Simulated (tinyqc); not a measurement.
Defect-molecule model of a vacancy with Jahn-Teller distortion: sweeps and comparisons. A value that a table varies takes the place of the one given here.

Four dangling hybrids a, b, c, d point into the vacancy: H_ii = E0, and -gm between any two. A tetragonal distortion Q pairs a with b and c with d: those two couplings become -gm - I Q and the other four -gm + I Q/2, at an elastic cost k Q^2/2. The a1 level holds two electrons; charge states 2+, + and 0 put n = 0, 1, 2 more into the lowest level of t2 origin. Energy from the 2+ state at Q = 0, with the Fermi level mu counted from Ev: W_n(Q) = n (et - 2 I Q) + k Q^2/2 + Uc n (n - 1)/2 - n mu. et = E0 + gm is the undistorted t2 level.

Constants: kB = 8.617333262e-05 eV/K.

Parameters, chosen for this exercise (of the size used for the vacancy in silicon; shifted at random, so the results belong to these values and not to a real crystal):
- E0 = -0.14 eV (level of a dangling hybrid, from Ev)
- gm = 0.38 eV (coupling between two dangling hybrids)
- I = 1.11 eV/angstrom (Jahn-Teller coupling)
- k = 15.2 eV/angstrom^2 (force constant of the mode)
- Uc = 0.4 eV (repulsion of two electrons in one orbital)
- T = 150 K (temperature)
- mu1 = -0 eV (first Fermi level)

## Occupation against the Fermi level

Weights g_n exp(-W_n/kT) with W_n = n et - n^2 E_JT + Uc n (n - 1)/2 - n mu, E_JT = 2 I^2/k, degeneracies 1, 6 (spin and three axes) and 3; mu = mu1 + 0.03 j eV.

Shares:
```
mu (eV),2+,+,0,mean charge
0.00,0.9857,0.0143,0.0000,1.9857
0.03,0.8713,0.1287,0.0000,1.8713
0.06,0.3992,0.6006,0.0002,1.3990
0.09,0.0611,0.9355,0.0034,1.0577
0.12,0.0061,0.9584,0.0355,0.9707
0.15,0.0005,0.7258,0.2737,0.7267
0.18,0.0000,0.2066,0.7934,0.2066
0.21,0.0000,0.0249,0.9751,0.0249
0.24,0.0000,0.0025,0.9975,0.0025
```

What can be read from the table?

U_eff = Uc - 2 E_JT = +0.076 eV and kT = 12.9 meV (the vacancy in silicon is known as negative-U; these values are not). The + state reaches at most 95.8 % on these rows, at mu = 0.12 eV. The mean charge goes from 1.99 to 0.00.

## When U turns negative

The force constant is varied. E_JT = 2 I^2/k, E(2+/+) = et - E_JT, E(+/0) = et - 3 E_JT + Uc, U_eff = Uc - 2 E_JT.

Against k:
```
k (eV/angstrom^2),E_JT (eV),(2+/+) (eV),(+/0) (eV),U_eff (eV),Q of the neutral state (angstrom)
8,0.3080,-0.0680,-0.2841,-0.2160,0.5550
12,0.2054,0.0347,0.0239,-0.0107,0.3700
16,0.1540,0.0860,0.1780,0.0920,0.2775
24,0.1027,0.1373,0.3320,0.1946,0.1850
32,0.0770,0.1630,0.4090,0.2460,0.1388
48,0.0513,0.1887,0.4860,0.2973,0.0925
64,0.0385,0.2015,0.5245,0.3230,0.0694
96,0.0257,0.2143,0.5630,0.3487,0.0462
```

k at which U_eff = 0 = 12.32 eV/angstrom^2

What does this show, and why?

Levels below 0 lie in the valence band. U_eff is negative for k below 4 I^2/Uc = 12.3: 2 of the 8 rows. The gain grows as n^2, so the second electron wins 3 E_JT where the first wins E_JT. For a stiff lattice the levels tend to et = 0.240 and et + Uc = 0.640 eV. Distortions above about 0.5 angstrom (1 of the rows) are beyond a linear coupling.

## What each parameter does

E_JT = 2 I^2/k, E(2+/+) = et - E_JT, E(+/0) = et - 3 E_JT + Uc, U_eff = E(+/0) - E(2+/+); a1 level E0 - 3 gm. Each row changes one parameter from the base and keeps the others.

Results:
```
case,(2+/+) (eV),(+/0) (eV),U_eff (eV),a1 (eV)
base,0.0779,0.1536,0.0758,-1.2800
E0 = -0.09 eV,0.1279,0.2036,0.0758,-1.2300
gm = 0.42 eV,0.1179,0.1936,0.0758,-1.4000
I = 1.221 eV/angstrom,0.0438,0.0515,0.0077,-1.2800
k = 16.72 eV/angstrom^2,0.0926,0.1979,0.1052,-1.2800
Uc = 0.46 eV,0.0779,0.2136,0.1358,-1.2800
```

What can be read from the table?

The largest shifts from the base row, up to three for each result and ties (the steps differ in size, so this ranks the rows, not the parameters). (2+/+) (eV): E0 +0.0500, gm +0.0400, I -0.0340; unchanged at the printed digits by Uc. (+/0) (eV): I -0.1021, Uc +0.0600, E0 +0.0500. U_eff (eV): I -0.0681, Uc +0.0600, k +0.0295; unchanged at the printed digits by E0 and gm. a1 (eV): gm -0.1200, E0 +0.0500; unchanged at the printed digits by I, k and Uc. E0 and gm move both levels alike, so U_eff depends on I, k and Uc alone.

Run: tinyqc, `OMP_NUM_THREADS=1 python tinyqc.py 1452685 1452686 out.jsonl`; Intel(R) Xeon(R) Processor @ 2.30GHz, one thread, shared host; about 0.01 s of CPU time with all checks.
